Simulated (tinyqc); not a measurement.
Yield per ion against the flux ratio: ion-assisted plasma etching: sheath, surface coverage, synergy and aspect-ratio dependence. Computed by tinyqc, a small Python program. Command: `OMP_NUM_THREADS=1 python tinyqc.py 3006798 3006799 out.jsonl etch walk`. One thread of a shared host (Intel(R) Xeon(R) Processor @ 2.30GHz), about 0.04 s of CPU time with the checks.

Radicals adsorb on bare sites; ions remove covered sites with a high yield and bare sites by sputtering; a slow spontaneous reaction acts everywhere, walls included.

Inputs (values chosen for the exercise, close to those used for silicon dioxide in a fluorocarbon plasma):
```
quantity                                value       unit
plasma density n_e                    3.8e+11     1/cm^3
electron temperature T_e                  4.8         eV
ion mass M_i                               50          u
sheath voltage V                          200          V
radical density n                     1.3e+12     1/cm^3
radical mass M_n                           50          u
gas temperature T_g                       600          K
sticking coefficient s                   0.46          -
radicals per removed unit x                 2          -
yield slope b                            0.29  eV^(-1/2)
threshold E_th                             27         eV
sputter slope b_p                       0.011  eV^(-1/2)
sputter threshold E_p                      29         eV
spontaneous reaction probability k_c  2.7e-05          -
solid density N                       2.2e+22     1/cm^3
ion temperature T_i                      0.51         eV
```

Feature: long trench.

Constants: e = 1.602176634e-19 C; u = 1.6605390666e-27 kg; k_B = 1.380649e-23 J/K; eps_0 = 8.8541878128e-12 F/m.

Method:
- Bohm speed u_B = sqrt(e T_e/M_i); ion flux G_i = 0.61 n_e u_B; radical flux G_n = n c/4 with c = sqrt(8 k_B T_g/(pi M_n)).
- Debye length lambda_D = sqrt(eps_0 T_e/(e n_s)) with n_s = 0.61 n_e, T_e in volts; Child-law sheath d = (sqrt2/3) lambda_D (2 V/T_e)^(3/4); ion energy E = V + T_e/2; angular spread = arctan(sqrt(T_i/E)).
- Yields: Y = b (sqrt(E) - sqrt(E_th)) on covered sites, Y_p = b_p (sqrt(E) - sqrt(E_p)) on bare ones (zero below threshold).
- Steady coverage: s G_n (1 - theta) = x Y G_i theta; removal flux = Y G_i theta + Y_p G_i (1 - theta) + k_c G_n; rate = flux/N, 1 cm/s = 6e8 nm/min.
- The ion flux is fixed and the radical flux set by the ratio; the removal per ion is the removal flux over G_i.

yield Y = 2.61887

sputter yield Y_p = 0.0972573

ion flux G_i = 7.05472e+16 1/(cm^2 s)

Open field:
```
G_n/G_i    theta  rate (nm/min)  removal per ion
0.3      0.02567          311.7           0.1620
1        0.08073          578.9           0.3009
3        0.20853         1199.0           0.6232
10       0.46759         2456.2           1.2766
30       0.72488         3705.5           1.9259
100      0.89778         4548.0           2.3638
300      0.96343         4876.9           2.5348
1000     0.98874         5036.1           2.6175
3000     0.99622         5176.2           2.6903
```

What does the comparison show, and why?

Coverage reaches one half at G_n/G_i = x Y/s = 11.4. Below that the ion-assisted part follows the radical flux, on top of the sputter floor Y_p = 0.0973; above it the ion-assisted part saturates at Y = 2.62 per ion.
